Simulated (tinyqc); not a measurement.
From one set of inputs to another, one input at a time: kinetics of strain relaxation and threading dislocations in mismatched semiconductor layers. Computed by tinyqc, a small Python program. Command: `OMP_NUM_THREADS=1 python tinyqc.py 3027541 3027542 out.jsonl threading ladder`. One thread of a shared host (Intel(R) Xeon(R) Processor @ 2.30GHz), about 0.02 s of CPU time with the checks.

60-degree dislocations on {111} planes of a (001) layer, isotropic elasticity. The Schmid factor is 1/sqrt(6), and a misfit segment relieves strain with b/2.

The inputs printed are set A. Inputs not listed in the table keep their values of set A, so the rows need not describe a real material.

Inputs (values chosen for the exercise, for a model layer): misfit f = 0.0474; shear modulus G = 54.5 GPa; Poisson ratio nu = 0.31; Burgers vector b = 4 angstrom; glide activation energy Q = 1.45 eV; velocity prefactor v0 = 8900 m/s per MPa; layer thickness h = 25 nm; anneal temperature T = 651 K; anneal time t = 12 s; initial thread density rho_0 = 1e+07 1/cm^2; multiplication constant delta = 7400 1/m; grading rate (misfit per thickness) R_f = 0.0057 1/micrometre; growth temperature of the buffer T_g = 1063 K; growth rate R_g = 1.4 nm/s.

Sources: fixed density of threads.

Constants: k_B = 8.617333262e-05 eV/K.

Method:
- Excess resolved stress tau = (1/sqrt 6) [2 G (1 + nu)/(1 - nu)] (e - e_eq), e_eq = b (1 - nu/4) [ln(h/b) + 1]/(4 pi (1 + nu) h), the Matthews-Blakeslee strain of an uncapped layer; glide velocity v = v0 tau exp(-Q/(k_B T)), tau in MPa.
- Threads run in two directions, so de/dt = -(b/4) rho v, with rho fixed. With x = e - e_eq, x0 = f - e_eq (fully strained at t = 0) and v = m S x (m the mobility, S x = tau): x = x0 exp(-t/t_r), t_r = 4/(b rho_0 m S).
- The half time is that at which x = x0/2.
- In steady grading, strain is fed at R_f R_g and relieved at (b/4) rho v. As a glide-limited estimate, the driving stress is taken as the mean stress of the strained top zone, whose depth z solves R_f z/2 = e_eq(z), with strain R_f z at the surface; tau_g = S R_f z/2 is its mean; then rho = 4 R_f R_g/(b m tau_g), m = v0 exp(-Q/(k_B T_g)), S = (1/sqrt 6) 2 G (1 + nu)/(1 - nu), e_eq(z) = b (1 - nu/4) [ln(z/b) + 1]/(4 pi (1 + nu) z).

Each row keeps all changes above it:
```
input moved                                               from      to  half time (s)  thread density of the buffer (1/cm^2)  initial velocity (micrometre/s)
set A                                                        -       -         15.487                                 115.62                            191.5
shear modulus G (GPa)                                     54.5    42.6         19.814                                 147.92                            149.7
anneal time t (s)                                           12     360         19.814                                 147.92                            149.7
misfit f                                                0.0474  0.0148         19.814                                 147.92                             35.7
glide activation energy Q (eV)                            1.45    1.26          0.670                                  18.59                           1054.8
growth temperature of the buffer T_g (K)                  1063    1042          0.670                                  24.53                           1054.8
anneal temperature T (K)                                   651     581         10.030                                  24.53                             70.5
grading rate (misfit per thickness) R_f (1/micrometre)  0.0057  0.0042         10.030                                  20.82                             70.5
```

Half time goes from 15.5 to 10.0, a factor 0.648 in all. The largest single move comes from glide activation energy Q (a factor 0.0338), and anneal temperature T works against it (a factor 15.0). Thread density of the buffer goes from 116 to 20.8, a factor 0.180 in all. The largest single move comes from glide activation energy Q (a factor 0.126), and growth temperature of the buffer T_g works against it (a factor 1.32). Initial velocity goes from 192 to 70.5, a factor 0.368 in all. The largest single move comes from glide activation energy Q (a factor 29.6), but it runs against the net change; the largest move in the direction of the net change is anneal temperature T (a factor 0.0668). The single moves hold for this order of the switches; the total does not depend on the order.

Caution (rows set A, shear modulus G, anneal time t): at stresses above about 1 GPa the linear velocity law understates glide, as stress lowers the kink barrier. Caution (rows set A, shear modulus G, anneal time t): at such misfit the layer islands and relaxes during the first nanometres, so a uniform strained start is an idealisation. Caution (all rows): real buffers seldom go below 1e5 /cm^2, as pile-ups and nucleation take over; this value is a lower bound.

Extremes, crossings and ranges named in words are read from the listed rows.
